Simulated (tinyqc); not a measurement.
Classical Heisenberg spin chain: exact results, Metropolis, heat-bath and over-relaxation steps, and a Monte Carlo run: one step, computed by the program tinyqc.

E = -J sum_i s_i . s_(i+1) for unit vectors s_i on an open chain; K = J/(k_B T).

Question. Four single-spin steps. The given spins are first normalised. Spins 2 and 3 are updated in turn, with h = K (sum of the two neighbours). Heat bath: cos(theta) = 1 + ln(1 - r1 (1 - exp(-2 |h|)))/|h| about n = h/|h|, azimuth 2 pi r2 = phi in the frame a = n x z/|n x z|, b = n x a: s = n cos(theta) + sin(theta)(a cos(phi) + b sin(phi)); r1, r2 are the first two numbers of the row. Steps 2 and 4 are reflections, s -> 2 (s . h) h/|h|^2 - s, which keep the energy and use no random number.

Inputs (values chosen for the exercise, for a model chain of large moments): temperature T = 101 K.

Update: heat bath with over-relaxation.

four neighbouring spins (rows; components x, y, z):
```
[[-0.8589, 0.5115, 0.0261],
 [0.7698, -0.2986, 0.5642],
 [-0.2840, -0.5913, 0.7548],
 [-0.4221, -0.6428, 0.6392]]
```

random numbers, one row a step:
```
[[0.7649, 0.5275, 0.3187],
 [0.8408, 0.6429, 0.6296],
 [0.5778, 0.0595, 0.1800],
 [0.7691, 0.5091, 0.9759]]
```

K = 2.642613

Give: the table «Steps» with the columns |h|, h . s before, h . s after, move, x, y, z.

Answer.

Steps:
```
spin    |h|  h . s before  h . s after        move        x        y        z
2     3.664        -1.098        2.218   heat bath  -0.3676  -0.8116   0.4541
3     5.242         5.046        5.046  reflection  -0.4826  -0.8205   0.3065
2     3.742         2.365        2.881   heat bath  -0.9159   0.3988  -0.0458
3     3.921         2.716        2.716  reflection  -0.7665   0.5927   0.2475
```
